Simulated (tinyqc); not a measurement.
## Permittivity of the insulator from five potentials

Question. A node lies on a semiconductor-insulator interface. Steps: hs = tb/2 down into the semiconductor, ho = tox/1 up into the insulator, hy = L/4 sideways. The flux balance of its box reads eox (hy/ho)(above - node) + eps_r (hy/hs)(below - node) + [(eps_r hs + eox ho)/(2 hy)](left + right - 2 node) - q Na (hs/2) hy/eps0 = 0. Find eox.

Inputs (values chosen for the exercise); semiconductor permittivity close to that of germanium:
```
symbol  value   unit                                     meaning
eps_r    16.1         relative permittivity of the semiconductor
tb          5     nm                     half the body thickness
tox       3.6     nm                         insulator thickness
L          22     nm                              channel length
Na          0  cm^-3       acceptor density of the depleted body
```

Constants: q = 1.602176634e-19 C, eps0 = 8.8541878128e-14 F/cm where lengths are in cm. Results are converted to the units shown.

psi (V): node 0.098868754, above -0.08, below 0.17541992, left 0.52, right 0.025713375

Answer. The balance is linear in eox.

eox = 25.00

Numbers from tinyqc (`OMP_NUM_THREADS=1 python tinyqc.py 2480148 2480149 out.jsonl`; about 0.1 s on one thread of a shared Intel Xeon 2.30GHz).
